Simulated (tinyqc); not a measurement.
Vacuum evaporation: vapour pressure, source flux, thickness distribution, purity and step coverage: one step, computed by the program tinyqc. Command: `OMP_NUM_THREADS=1 python tinyqc.py 3112639 3112640 out.jsonl evap walk`. One thread of a shared host (Intel(R) Xeon(R) Processor @ 2.30GHz), about 0.01 s of CPU time with the checks.

Molecular flow, unit sticking of the metal, no re-evaporation. The background gas is taken as water vapour (18.015 g/mol, collision diameter 0.37 nm) at 300 K.

Task: Rate and uniformity on a fixed wafer above the source. A small source emits (n + 1) Phi area cos^n(phi)/(2 pi) per solid angle; on a parallel plane at height h and lateral distance l the arrival rate is (n + 1) Phi area/(2 pi h^2) x (1 + (l/h)^2)^(-(n + 3)/2). Growth rate = arrival rate x m/rho, m = M u. The wafer is fixed and centred above the source.

Inputs (values chosen for the exercise, modelled on germanium, with constants for the liquid):

| quantity | value | unit |
|---|---|---|
| molar mass M | 72.63 | g/mol |
| film density rho | 5.32 | g/cm^3 |
| source temperature T | 1740 | K |
| source area | 2.7 | cm^2 |
| directionality n | 2 | - |
| source-to-wafer distance h | 22 | cm |
| wafer radius R | 5 | cm |

flux Phi = 2.722505e+18 1/(cm^2 s)

Constants: u = 1.6605390666e-27 kg.

Give: arrival rate at the centre; growth rate at the centre; edge over centre; non-uniformity (max - min)/(max + min); share of the material that lands on the wafer, 1 - (1 + (R/h)^2)^(-(n + 1)/2).

Result:

arrival rate at the centre = 7.252e+15 1/(cm^2 s)

growth rate at the centre = 1.644 nm/s

edge over centre = 0.8817

non-uniformity (max - min)/(max + min) = 6.287 %

share of the material that lands on the wafer, 1 - (1 + (R/h)^2)^(-(n + 1)/2) = 7.276 %
